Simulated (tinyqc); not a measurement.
From results back to parameters: Tamm state at the end of a one-band chain. Two cases, with inputs chosen for the exercise.

Problem. The end state of a chain with hopping -t and end-site shift D has E = D + t^2/D and weight 1 - (t/D)^2 on the end site. The values below come from hidden t and D.

Case 1.

E = 5.388529 eV
weight = 0.851060

Case 2.

E = 1.559854 eV
weight = 0.861420

Find: D, t.

Solution. With (t/D)^2 = 1 - w, E = D (2 - w), which gives D, and t = |D| sqrt(1 - w).

Case 1.

D, t (eV): 4.690  1.810

Case 2.

D, t (eV): 1.370  0.510

Computed by tinyqc, one run a case: `OMP_NUM_THREADS=1 python tinyqc.py N N+1 out.jsonl` with N = 1450717, 1450742; one thread of a shared Intel(R) Xeon(R) Processor @ 2.30GHz, about 0.01 s a run at most.
